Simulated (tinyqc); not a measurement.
Double-gate transistor below threshold, two-dimensional Poisson equation on a small mesh: two steps of the calculation.

Half of a symmetric double-gate structure: row 0 is the mid-plane of the body, where the normal field vanishes. Mobile charge is neglected (subthreshold), the body is fully depleted, and potentials are counted from the intrinsic level; rows run upward to the gate, columns from source to drain.

Parameters, values chosen for the exercise; semiconductor permittivity made up: temperature T = 300 K; relative permittivity of the semiconductor eps_r = 8.35; relative permittivity of the insulator eox = 22; half the body thickness tb = 6 nm; insulator thickness tox = 5.9 nm; channel length L = 43 nm; acceptor density of the depleted body Na = 0 cm^-3; potential of the source Vbi = 0.5 V.

Constants: q = 1.602176634e-19 C, kB = 1.380649e-23 J/K, Vt = kB T/q, eps0 = 8.8541878128e-14 F/cm where lengths are in cm. Results are converted to the units shown.

Problem 1. Coefficients of the five-point equations. Mesh: rows i = 0..3 in the semiconductor (step hs = tb/3, row 3 on the interface), then 2 step(s) ho = tox/2 up to the gate row 5; columns j = 0..6 (step hy = L/6). Box integration, divided by eps0: up_i = eps hy/h of the interval above row i, dn_i = that of the interval below (0 for row 0), lat_i = (sum of eps h/2 over the intervals above and below)/hy, s_i = -q Na w_i hy/eps0 with w_i the semiconductor height of the box (hs/2 for row 0 and the interface row, hs between, 0 in the insulator). Each free node obeys (up + dn + 2 lat) psi = up psi(above) + dn psi(below) + lat [psi(left) + psi(right)] + s.

Wanted: up; dn; lat; s.

Solution 1.

| row | up | dn | lat | s (V) |
|---|---|---|---|---|
| 0 | 29.921 | 0 | 1.1651 | 0 |
| 1 | 29.921 | 29.921 | 2.3302 | 0 |
| 2 | 29.921 | 29.921 | 2.3302 | 0 |
| 3 | 53.446 | 29.921 | 5.6930 | 0 |
| 4 | 53.446 | 53.446 | 9.0558 | 0 |

Problem 2. Barrier, swing and barrier lowering. The barrier is read along row 0, the path farthest from the gate. Take the node j of lowest psi: barrier Vbi - psi_j; swing Vt ln 10/(d psi_j/dVg); DIBL = (d psi_j/dVd)/(d psi_j/dVg). The derivatives solve the same equations with s = 0 and a unit change of that voltage.

converged psi (V):

|  | j=0 | j=1 | j=2 | j=3 | j=4 | j=5 | j=6 |
|---|---|---|---|---|---|---|---|
| row 0 | 0.5000000 | 0.1627594 | 0.0344754 | 0.0302023 | 0.1521178 | 0.5457833 | 1.5000000 |
| row 1 | 0.5000000 | 0.1546226 | 0.0296464 | 0.0252885 | 0.1415358 | 0.5239555 | 1.5000000 |
| row 2 | 0.5000000 | 0.1293210 | 0.0154236 | 0.0109820 | 0.1102244 | 0.4558962 | 1.5000000 |
| row 3 | 0.5000000 | 0.0840213 | -0.0073235 | -0.0113994 | 0.0597211 | 0.3334431 | 1.5000000 |
| row 4 | 0.2200000 | 0.0240816 | -0.0293538 | -0.0319389 | 0.0098670 | 0.1697867 | 0.7200000 |
| row 5 | -0.0600000 | -0.0600000 | -0.0600000 | -0.0600000 | -0.0600000 | -0.0600000 | -0.0600000 |

d psi/dVg on row 0: j=0 0.00000000, j=1 0.60917797, j=2 0.85538060, j=3 0.91490348, j=4 0.85538060, j=5 0.60917797, j=6 0.00000000
d psi/dVd on row 0: j=0 0.0000000, j=1 0.0038990, j=2 0.0134885, j=3 0.0425483, j=4 0.1311309, j=5 0.3869230, j=6 1.0000000

Wanted: j; barrier; swing; DIBL.

Solution 2.

j = 3
barrier = 0.4698 V
swing = 65.06 mV/decade
DIBL = 46.51 mV/V

Computed by the program tinyqc: `OMP_NUM_THREADS=1 python tinyqc.py 2480168 2480169 out.jsonl`, one thread of a shared Intel Xeon 2.30GHz, about 0.1 s for the whole run.
